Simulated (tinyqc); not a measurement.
Starting guesses with DIIS over 6 matrices: SCF starting guesses in the sto-3g basis, for BeH2, spin multiplicity 1. Computed by the program tinyqc with PySCF. 

Geometry (angstrom):
```
atom       x        y       z
Be    0.0000   0.0000  0.0000
H     0.0000   1.6670  0.1100
H     0.0000  -1.6670  0.1100
```

lowest restricted solution found by these runs and by PySCF = -15.480393 hartree

RHF with one setting changed at a time; a run stops when the energy changes by less than 1e-09 hartree and the error matrix is below 1e-5. Starts: the lowest orbitals of the core Hamiltonian, of the Wolfsberg-Helmholz matrix (K = 1.75), projected atomic densities, random orbitals, and the highest orbitals of the core Hamiltonian (a deliberately bad start).

Largest element of the error matrix X^T (FDS - SDF) X:
```
iteration     core  Wolfsberg-Helmholz  atomic densities   random  highest core orbitals
1          5.2e-01             1.9e-01           2.3e-01  4.2e+00                1.0e-01
2          2.9e-02             1.8e-02           1.1e-01  3.6e-01                3.1e-01
3          3.5e-03             4.5e-03           1.8e-02  5.8e-02                3.1e-01
4          8.1e-04             4.4e-04           8.3e-04  2.5e-02                3.1e-01
5          3.1e-05             5.4e-05           1.4e-04  5.4e-03                1.7e-01
6          4.2e-06             1.9e-07           5.3e-06  3.9e-04                2.7e-01
8                -                   -                 -  1.4e-05                2.8e-01
10               -                   -                 -        -                3.1e-01
14               -                   -                 -        -                8.0e-03
```

How each run ends:
```
run                    iterations  E (hartree)         state
core                            7   -15.480393  lowest found
Wolfsberg-Helmholz              7   -15.480393  lowest found
atomic densities                7   -15.480393  lowest found
random                          9   -15.480393  lowest found
highest core orbitals          18   -15.480393  lowest found
```

5 of 5 runs reach the lowest restricted solution found, in 7 to 18 iterations (fastest: core, Wolfsberg-Helmholz, atomic densities). The first errors are 5e-01, 2e-01, 2e-01, 4e+00, 1e-01; the deliberately bad start has the smallest one, so a small first error does not mark a good start.
